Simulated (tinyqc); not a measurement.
## Off-state leakage of single and stacked transistors: leakage components against the temperature

n-channel devices of unit width. Subthreshold current I(Vg, Vs, Vd) = I0 (T/300 K)^0.5 exp[(Vg - Vs - VT(T) - gb (Vs - Vb) + dd (Vd - Vs))/(nf Vt)] (1 - exp(-(Vd - Vs)/Vt)), VT(T) = VT - cT (T - 300 K). Gate-edge tunnelling Ig (Vd/1 V) exp(ag (Vd - 1 V)), for a gate at 0 V, and band-to-band leakage Ab u exp(-Bb/u), u = Vd - Vb + 1 V, flow at a drain held at V; both are taken as independent of T. In a stack of off transistors (all gates at 0 V) the same subthreshold current passes through each.

One transistor with Vg = Vs = 0, Vd = V; stack factor I(one)/I(two in series).

Values chosen for this exercise; values of the order met in bulk silicon logic transistors:
```
symbol,value,unit,meaning
V,0.9,V,supply voltage
VT,0.45,V,"threshold at 300 K, zero drain and body bias"
cT,0.9,mV/K,fall of the threshold with temperature
I0,0.46,uA/um,current at threshold at 300 K
nf,1.25,,slope factor
dd,0.06,,drain-induced lowering per volt
gb,0.16,,rise of the threshold per volt of source-body bias
Ig,0.0005,uA/um,gate-edge tunnelling current at 1 V
ag,4.4,1/V,exponential slope of the gate current
Ab,8,uA/(um V),prefactor of band-to-band leakage at the drain
Bb,27,V,its exponential voltage
Vb,0,V,body voltage
```

Constants: q = 1.602176634e-19 C, kB = 1.380649e-23 J/K, Vt = kB T/q. Results are converted to the units shown.

The same in every row: gate edge (nA/um) = 0.2898; band-to-band (nA/um) = 0.01024.

Leakage components against the temperature:
```
T (K)  subthreshold (nA/um)  total (nA/um)  stack factor  largest part
250                3.244e-5         0.3001         7.671     gate edge
275                3.222e-4         0.3004         6.596     gate edge
300                0.002192         0.3022         5.834     gate edge
325                 0.01113         0.3112         5.269     gate edge
350                 0.04497         0.3450         4.838     gate edge
375                  0.1511         0.4512         4.499     gate edge
400                  0.4374         0.7375         4.227  subthreshold
425                   1.119          1.419         4.005  subthreshold
```

What does the comparison show?

As T goes from 250 to 425, the total leakage rises from 0.300 to 1.42 nA/um. The gate edge part leads at T = 250, the subthreshold part from 400 on. The subthreshold part doubles every 18.4 K between the last two rows. The reduction by a stack of two falls from 7.67 to 4.00, for the subthreshold part alone.

Computed by the program tinyqc: `OMP_NUM_THREADS=1 python tinyqc.py 2242159 2242160 out.jsonl`, one thread of a shared Intel Xeon 2.30GHz, about 0.06 s for the whole run.
